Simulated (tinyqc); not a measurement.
Thickness from the minima: X-ray reflectivity of a thin film on silicon: critical angles, Parratt recursion, fringes and roughness. Computed by tinyqc, a small Python program. Command: `OMP_NUM_THREADS=1 python tinyqc.py 3120109 3120110 out.jsonl xrr walk`. One thread of a shared host (Intel(R) Xeon(R) Processor @ 2.30GHz), about 0.01 s of CPU time with the checks.

n = 1 - delta + i beta; the classical electron radius is r_e = 2.8179403e-6 nm. Layer 0 is vacuum, 1 the film, 2 the substrate.

Inputs (values chosen for the exercise, modelled on Si3N4 on silicon, copper K-alpha radiation):
```
quantity                                        value     unit
wavelength lambda                             0.15406       nm
film density rho                                 2.78   g/cm^3
effective electrons per unit mass, film         0.501    mol/g
beta/delta, film                                0.016        -
film thickness d                                 16.9       nm
roughness of the surface sigma_1                 0.49       nm
roughness of the interface sigma_2               0.65       nm
substrate density                                2.33   g/cm^3
effective electrons per unit mass, substrate    0.507    mol/g
beta/delta, substrate                           0.023        -
grazing angle theta                              1.71  degrees
```

Constants: N_A = 6.02214076e+23 1/mol.

Method:
- delta = r_e lambda^2 rho_e/(2 pi), rho_e = density x electrons per mass x N_A; critical angle sqrt(2 delta), q_c = 4 sqrt(pi r_e rho_e).
- k_j = (2 pi/lambda) sqrt(sin^2 theta - 2 delta_j + 2 i beta_j); r_ij = (k_i - k_j)/(k_i + k_j) x exp(-2 k_i k_j sigma^2) (Nevot-Croce); r = (r_01 + r_12 p)/(1 + r_01 r_12 p), p = exp(2 i k_1 d); R = |r|^2.
- Far above the critical angle the period is d theta = lambda/(2 d), or 2 pi/d in q; the envelope runs between (|r_01| - |r_12 p|)^2 and (|r_01| + |r_12 p|)^2; contrast = 2 a b/(a^2 + b^2) with a = |r_01|, b = |r_12 p|; roughness factors on the amplitudes are about exp(-q^2 sigma^2/2).
- Minima of R theta^4 are located on 6001 points over 7.5 periods, from 1.15 times the larger critical angle. With refraction, sin^2(theta_m) = 2 delta + m^2 (lambda/(2 d))^2, m integer or half-integer; the first six minima are used, and the first order is the one that minimises the largest residual of the least-squares line plus the distance of its intercept from 2 delta. Without refraction, d = lambda/(2 x mean step of sin theta).

Constants:
```
layer      rho_e (1/nm^3)        delta         beta  critical angle (degrees)  q_c (1/nm)
film              838.752  8.92823e-06  1.42852e-07                  0.242114    0.344681
substrate         711.402  7.57263e-06  1.74170e-07                  0.222977    0.317437
```

period in theta = 0.261153 degrees

Minima:
```
order m  theta (degrees)  sin^2 theta
1                 0.3610   3.9702e-05
2                 0.5781   1.0180e-04
3                 0.8223   2.0595e-04
4                 1.0759   3.5259e-04
5                 1.3338   5.4184e-04
6                 1.5946   7.7441e-04
```

d with refraction = 16.812 nm

d without refraction = 17.891 nm

Against d = 16.9 nm the errors are -0.52 % with and +5.87 % without refraction. The orders are integers, as r_01 and r_12 have opposite signs for a film denser than the substrate.

Extremes, crossings and ranges named in words are read from the listed rows.
